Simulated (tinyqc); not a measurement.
p-i-n power rectifier, conductivity modulation at high injection: two steps of the calculation.

A drift layer from x = -d to d (2 d = W) between ideal p+ and n+ emitters (no recombination in them). High injection, n = p, ambipolar diffusion with one lifetime; both mobilities scale as (T/300 K)^(-bt).

Inputs (values chosen for the exercise); bulk values close to those of silicon: temperature T = 300 K; drift mobility at 300 K mud = 1200 cm^2/(V s); temperature exponent of the drift mobility bt = 2.4; hole mobility at 300 K mup = 423 cm^2/(V s); band gap Eg = 1.15 eV; conduction-band density of states at T Nc = 2.8e19 cm^-3; valence-band density of states at T Nv = 2.65e19 cm^-3; forward current density J = 20 A/cm^2; high-level lifetime tau = 6.2e-6 s.

Constants: q = 1.602176634e-19 C, kB = 1.380649e-23 J/K, Vt = kB T/q. Results are converted to the units shown.

Problem 1. Carrier profile. Da = 2 mun mup Vt/(mun + mup), La = sqrt(Da tau), B = (mun - mup)/(mun + mup) with mun = mud (T/300 K)^(-bt), mup likewise; n(x) = (tau J/(2 q La)) [cosh(x/La)/sinh(d/La) - B sinh(x/La)/cosh(d/La)]. 11 equal steps.

W = 158.09050 um

Find: Da; La; B; x; n.

Solution 1.

Da = 16.17 cm^2/s
La = 100.1 um
B = 0.4787

```
point	x (um)	n (cm^-3)
0	-79.05	7.090e16
1	-64.67	6.340e16
2	-50.30	5.721e16
3	-35.93	5.220e16
4	-21.56	4.827e16
5	-7.19	4.533e16
6	7.19	4.333e16
7	21.56	4.222e16
8	35.93	4.199e16
9	50.30	4.262e16
10	64.67	4.413e16
11	79.05	4.655e16
```

d/La = 0.789.

Problem 2. Forward voltage and stored charge. Ohmic drop: integral of J/(q (mun + mup) n); diffusion (Dember) drop Vt B ln(n(-d)/n(d)); both junctions together Vt ln(n(-d) n(d)/ni^2), ni = sqrt(Nc Nv) exp(-Eg/(2 Vt)), Eg in volts; V_F = the sum; stored charge q times the integral of n. Trapezoid rule; mun and mup scale as (T/300 K)^(-bt).

```
point	x (um)	n (cm^-3)
0	-79.045252	7.0903053e16
1	-64.673388	6.3403567e16
2	-50.301524	5.7212559e16
3	-35.929660	5.2202263e16
4	-21.557796	4.8269281e16
5	-7.185932	4.5332446e16
6	7.185932	4.3331150e16
7	21.557796	4.2224092e16
8	35.929660	4.1988425e16
9	50.301524	4.2619286e16
10	64.673388	4.4129693e16
11	79.045252	4.6550818e16
```

B = 0.47874307

Give: ohmic drop; diffusion drop; junction drops; V_F; stored charge.

Solution 2.

ohmic drop = 0.025388 V
diffusion drop = 0.0052076 V
junction drops = 0.83143 V
V_F = 0.86202 V
stored charge = 124.21 uC/cm^2

tinyqc, about 0.01 s, one thread, Intel Xeon 2.30GHz (shared host): `OMP_NUM_THREADS=1 python tinyqc.py 2230071 2230072 out.jsonl`
